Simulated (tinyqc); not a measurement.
# Hydrogen passivation of interface dangling bonds: competing passivation and dissociation with distributed barriers, step by step

A worked calculation. Computed by tinyqc, a small Python program that keeps every step. Command: `OMP_NUM_THREADS=1 python tinyqc.py 3007478 3007479 out.jsonl passiv walk`. One thread of a shared host (Intel(R) Xeon(R) Processor @ 2.30GHz), about 0.01 s of CPU time with the checks. Intermediate numbers are printed to about 7 digits and carried at full precision; extremes and crossings named in words are read from the listed rows.

P_b + H2 gives P_bH + H at the rate k_f [H2]; P_bH gives P_b + H at the rate k_d. All defects start unpassivated. E_f and E_d are Gaussian and independent.

Inputs (values chosen for the exercise, close to those used for P_b centres at the silicon-oxide interface): defect density N0 = 1.6e+12 1/cm^2; passivation prefactor k_f0 = 1.9e-07 cm^3/s; mean passivation barrier E_f = 1.58 eV; spread sigma_f = 0.093 eV; dissociation prefactor k_d0 = 6.2e+12 1/s; mean dissociation barrier E_d = 2.66 eV; spread sigma_d = 0.081 eV; H2 in the oxide per atm, solubility factor = 4e+17 1/(cm^3 atm); hydrogen pressure p = 0.1 atm; anneal temperature T = 375 C; anneal time t = 1000 s; oxide thickness = 3.1 nm.

Constants: k_B = 8.617333262e-05 eV/K; e = 1.602176634e-19 C; eps_0 = 8.8541878128e-12 F/m.

## Single barriers

[H2] = solubility factor x p; a = k_f0 [H2] exp(-E_f/(k_B T)), d = k_d0 exp(-E_d/(k_B T)). For one pair of barriers the active share is y = [d + a exp(-(a + d) t)]/(a + d). Temperatures in kelvin are T(C) + 273.15.

passivation rate a = 0.003938306 1/s

dissociation rate d = 1.285882e-08 1/s

a t = 3.938306

steady active share d/(a + d) = 3.265053e-06

active share, single barriers = 0.01948415

Passivation is well advanced.

## Distributed barriers

Average y over both Gaussians with 40 x 40 Gauss-Hermite points. Active density N0 y; threshold shift if each active defect holds one charge, e N0 y t_ox/(3.9 eps_0).

active share y = 0.1742871

active density = 2.788594e+11 1/cm^2

threshold shift = 40.10921 mV

The spread changes the remainder by a factor 8.95: sigma_f/(k_B T) = 1.67 and sigma_d/(k_B T) = 1.45.

## Best anneal temperature for this time and pressure

Minimise the averaged y over T between 150 and 900 C: find where ln y is equal at T - 0.05 and T + 0.05 C; T is rounded to 0.1 C.

best temperature = 496.9 C

least active share = 4.529054e-04

Caution: a least active share below 1e-3 is a property of the model; measured passivation levels off well above it. Caution: atomic hydrogen, which both passivates and depassivates, and further passivation during cooling are left out.

## Isochronal anneals

The formulas are those given above.

Active share after the time t:
```
T (C)       a (1/s)       d (1/s)  single barriers   distributed
200    1.125573e-07  2.879280e-16     9.998874e-01  9.985756e-01
250    4.569255e-06  1.469661e-13     9.954412e-01  9.720491e-01
300    9.720307e-05  2.527468e-11     9.073717e-01  7.865484e-01
350    1.265990e-03  1.902906e-09     2.819605e-01  3.612917e-01
400    1.126104e-02  7.539638e-08     1.955868e-05  6.389502e-02
450    7.404146e-02  1.796037e-06     2.425659e-05  3.603625e-03
500    3.815784e-01  2.839109e-05     7.439880e-05  4.559981e-04
600    5.769425e+00  2.747923e-03     4.760639e-04  1.784393e-03
700    4.991862e+01  1.039213e-01     2.077489e-03  5.878835e-03
800    2.888965e+02  1.996976e+00     6.864974e-03  1.557294e-02
```

The distributed share is least at 500 C among these rows, 4.6e-4, and the search puts the optimum at 496.9 C. On the cold side defects with high E_f survive; on the hot side dissociation, with the larger barrier, gains on passivation with an energy E_d - E_f = 1.08 eV. In that row single barriers give 7.4e-5, so the spread raises the floor. Caution: shares below about 1e-3 in these rows are formal; measured passivation levels off well above them.

Checks made by the program: Gauss-Hermite average against a fine uniform grid (relative difference 2e-05).
